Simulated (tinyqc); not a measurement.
# Planar ballistic transistor, top-of-the-barrier model: several studies

At the top of the source barrier, states moving towards the drain are filled by the source (Fermi level 0) and states moving back by the drain (Fermi level -q Vd); nothing scatters. U is the shift of the band edge there, set by the capacitances CG, CD and CS (the total) and by the charge. Parabolic two-dimensional band; the source is grounded.

Parameters, values chosen for the exercise; mass and valleys close to those of germanium:
```
symbol,value,unit,meaning
T,200,K,temperature
m,0.116,m0,effective mass
gv,4,,valley degeneracy
eox,9,,relative permittivity of the gate insulator
tox,1.5,nm,insulator thickness
aG,0.82,,gate control CG/CS
aD,0.107,,drain control CD/CS
E0,0.35,eV,band edge at the barrier top above the source Fermi level at zero bias
```

Constants: q = 1.602176634e-19 C, kB = 1.380649e-23 J/K, hbar = 1.054571817e-34 J s, m0 = 9.1093837015e-31 kg, Vt = kB T/q, eps0 = 8.8541878128e-14 F/cm where lengths are in cm. Results are converted to the units shown.

Each table varies one quantity; the others keep the values above.

## Effect of the drain control CD/CS

N0 = gv m kB T/(pi hbar^2), CG = eps0 eox/tox, vT = sqrt(2 kB T/(pi m)), CS = CG/aG, n0 = n at U = 0 and Vd = 0. eta1 = -(E0 + U)/Vt, eta2 = eta1 - Vd/Vt, n = (N0/2)[F_0(eta1) + F_0(eta2)], F_0(x) = ln(1 + exp x). U = UL + q (n - n0)/CS with UL = -(aG Vg + aD Vd), energies in eV. I = q (N0/2) vT [F_(1/2)(eta1) - F_(1/2)(eta2)] per width, F_(1/2)(x) = (2/sqrt(pi)) int_0^infinity u^(1/2)/(1 + exp(u - x)) du. CQ = (q/Vt) dn/d(eta1). E0 is held fixed.

In this table Vg = 0.6 V, Vd = 0.6 V.

Effect of the drain control CD/CS:
```
aD	eta1	n (cm^-2)	I (uA/um)	mean velocity I/(q n) (cm/s)	CQ/CS
0	2.362	4.096e12	1167	1.778e7	2.190
0.02	2.579	4.430e12	1291	1.819e7	2.228
0.04	2.794	4.766e12	1420	1.859e7	2.258
0.06	3.007	5.102e12	1553	1.900e7	2.284
0.08	3.218	5.440e12	1691	1.940e7	2.304
0.1	3.428	5.779e12	1834	1.981e7	2.321
0.12	3.637	6.119e12	1981	2.021e7	2.335
0.14	3.846	6.459e12	2132	2.061e7	2.347
```

What does the table show?

As aD goes from 0 to 0.14, n rises from 4.10e12 to 6.46e12 cm^-2, the mean velocity rises from 1.78e7 to 2.06e7 cm/s and the current rises from 1170 to 2130 uA/um. CQ/CS goes from 2.2 to 2.3.

## Effect of the insulator thickness

Same model as above.

CQ = (q/Vt) dn/d(eta1). E0 is held fixed.

In this table Vg = 0.6 V, Vd = 0.6 V.

Effect of the insulator thickness:
```
tox (nm)	eta1	n (cm^-2)	I (uA/um)	mean velocity I/(q n) (cm/s)	CQ/CS
0.5	6.6503	1.1110e13	4580.3	2.5732e7	0.79786
0.74	5.4800	9.1601e12	3472.9	2.3664e7	1.1775
1.1	4.3304	7.2548e12	2502.5	2.1530e7	1.7347
1.6	3.3390	5.6353e12	1772.8	1.9635e7	2.4689
2.4	2.4062	4.1632e12	1191.6	1.7865e7	3.5176
3.6	1.6178	3.0044e12	792.18	1.6457e7	4.8000
5.4	0.94953	2.1323e12	526.16	1.5401e7	6.2210
8	0.38770	1.5127e12	355.27	1.4659e7	7.6148
```

What does the table show?

As tox goes from 0.5 to 8 nm, n falls from 1.11e13 to 1.51e12 cm^-2, the mean velocity falls from 2.57e7 to 1.47e7 cm/s and the current falls from 4580 to 355 uA/um. CQ/CS goes from 0.80 to 7.6. Over the range the current goes as tox^(-0.92) on average. For tox = 0.5 to 0.74 nm the insulator is under 1 nm thick, where gate tunnelling would matter.

## Output curve

Same model as above.

CQ = (q/Vt) dn/d(eta1).

In this table Vg = 0.6 V.

Results:
```
Vd (V)	eta1	n (cm^-2)	I (uA/um)	mean velocity I/(q n) (cm/s)	CQ/CS
0.01	1.439	4.783e12	219.0	2.857e6	3.620
0.025	1.754	4.628e12	521.1	7.029e6	3.422
0.05	2.164	4.450e12	916.8	1.286e7	2.926
0.1	2.528	4.413e12	1248	1.766e7	2.307
0.2	2.747	4.693e12	1391	1.850e7	2.253
0.3	2.938	4.993e12	1509	1.887e7	2.276
0.4	3.126	5.294e12	1631	1.923e7	2.296
0.6	3.501	5.898e12	1885	1.995e7	2.327
0.8	3.873	6.504e12	2153	2.066e7	2.348
```

Estimate the missing row, Vd = 0.15 V.

Computed row:
```
Vd (V)	eta1	n (cm^-2)	I (uA/um)	mean velocity I/(q n) (cm/s)	CQ/CS
0.15	2.650	4.544e12	1332	1.829e7	2.244
```

With this row back in the table: The current rises from 219 to 2150 uA/um; n goes from 4.78e12 through a minimum of 4.41e12 (at Vd = 0.1 V among the rows listed) to 6.50e12 cm^-2 and eta1 rises from 1.44 to 3.87. The resistance in the first row is 45.7 ohm um, though nothing scatters in the channel. The current passes 90 % of its last value at Vd = 0.8 V among the rows, where eta2 = -43; returning states are gone from Vd = 0.2 V on (eta2 < -7), and from there the drain control aD lifts eta1 from 2.75 to 3.87.

Computed by the program tinyqc: `OMP_NUM_THREADS=1 python tinyqc.py 2400062 2400063 out.jsonl`, one thread of a shared Intel Xeon 2.30GHz, about 0.01 s for the whole run.
